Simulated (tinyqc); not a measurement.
Domain walls in a thin film with perpendicular anisotropy: Bloch, Neel and chiral walls, motion and stripe domains: one step, computed by the program tinyqc.

One-dimensional wall: polar angle theta(x), azimuth phi of the moment in the wall (phi = 0 Neel, 90 degrees Bloch). mu_0 = 1.25663706212e-6 T m/A, gamma = 1.76085963023e11 rad/(s T).

Problem. Bloch or Neel. sigma(phi) = sigma_0 + 2 Delta K_D cos^2(phi) - pi D cos(phi), with the wall shape anisotropy K_D = N_x mu_0 M_s^2/2, N_x = t ln 2/(pi Delta). The minimum has cos(phi) = D/D_N for D < D_N = 4 Delta K_D/pi and phi = 0 beyond; sigma turns negative at D_c = (sigma_0 + 2 Delta K_D)/pi.

Inputs (values chosen for the exercise, for a model film): saturation magnetisation M_s = 1300 kA/m; DMI constant D = 0.044 mJ/m^2; thickness t = 0.76 nm.

width parameter Delta = 10.28092 nm

sigma_0 = 8.559549 mJ/m^2

Give: K_D; D_N; azimuth phi; wall energy sigma; D_c.

Solution.

K_D = 17.319 kJ/m^3

D_N = 0.22671 mJ/m^2

azimuth phi = 78.809 degrees

wall energy sigma = 8.5461 mJ/m^2

D_c = 2.8379 mJ/m^2

A mixed wall, between Bloch and Neel. D is 0.02 of D_c.
